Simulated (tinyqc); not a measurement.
## Trap density from the leakage

Inverse problem. Trap-assisted leakage is J = q Nt times the integral over x of the rate through one trap. Find Nt, the areal density Nt t and the mean in-plane spacing (Nt t)^(-1/2).

Inputs (values chosen for the exercise):
```
symbol  value  unit    meaning
t         3.8    nm  thickness
```

Constants: q = 1.602176634e-19 C. Results are converted to the units shown.

J = 127.93252 A/cm^2
integral of the rate over x = 1.6295755e9 nm/s

Solution. J is proportional to Nt.

Nt = 4.900e18 cm^-3
Nt t = 1.862e12 cm^-2
in-plane spacing = 7.328 nm

Program tinyqc, `OMP_NUM_THREADS=1 python tinyqc.py 2370067 2370068 out.jsonl`; Intel Xeon 2.30GHz, shared host, one thread, about 0.04 s.
